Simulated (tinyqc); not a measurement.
Bloch-Grueneisen resistivity of a metal: one step, computed by the program tinyqc. Command: `OMP_NUM_THREADS=1 python tinyqc.py 3005023 3005024 out.jsonl bg walk`. One thread of a shared host (Intel(R) Xeon(R) Processor @ 2.30GHz), about 0.01 s of CPU time with the checks.

Electrons scatter from a Debye spectrum of phonons (n = 5 for scattering within one band, n = 3 for scattering into a second, heavy band) and from static defects.

Task: Total resistivity and derived numbers. J_n(y) = int_0^y x^n e^x/(e^x - 1)^2 dx, by 96 Gauss-Legendre points (upper limit at most 60). rho_ph = (n - 1) rho_1 (T/Theta)^n J_n(Theta/T), with rho_1 = 2 pi lambda_tr k_B Theta/(hbar eps_0 w_p^2), the high-temperature line at T = Theta. rho = rho_0 + A T^2 + rho_ph. Temperature coefficient (1/rho) d rho/dT by a central difference of +/- 0.5 K; residual ratio rho(295 K)/rho(4.2 K); scattering time tau = 1/(eps_0 w_p^2 rho); Wiedemann-Franz kappa = L_0 T/rho, L_0 = (pi^2/3)(k_B/e)^2.

Inputs (values chosen for the exercise, modelled on cobalt): exponent n = 5; Debye temperature Theta = 412 K; transport coupling lambda_tr = 0.24; Drude plasma energy hbar w_p = 6.5 eV; residual resistivity rho_0 = 1.5 microohm cm; temperature T = 373 K; coefficient A of T^2 = 14 picoohm cm/K^2.

Addition: T^2 term.

Constants: k_B = 1.380649e-23 J/K; hbar = 1.054571817e-34 J s; eps_0 = 8.8541878128e-12 F/m; hbar = 6.582119569e-16 eV s; k_B = 8.617333262e-05 eV/K.

Give: resistivity rho; temperature coefficient; residual resistance ratio; scattering time; Wiedemann-Franz conductivity.

Result:

resistivity rho = 11.42 microohm cm

temperature coefficient = 3.034 1e-3/K

residual resistance ratio = 5.854

scattering time = 10.14 fs

Wiedemann-Franz conductivity = 79.77 W/(m K)

Caution: scattering from magnetic disorder, left out here, raises the resistivity of this ferromagnet well above the phonon value.
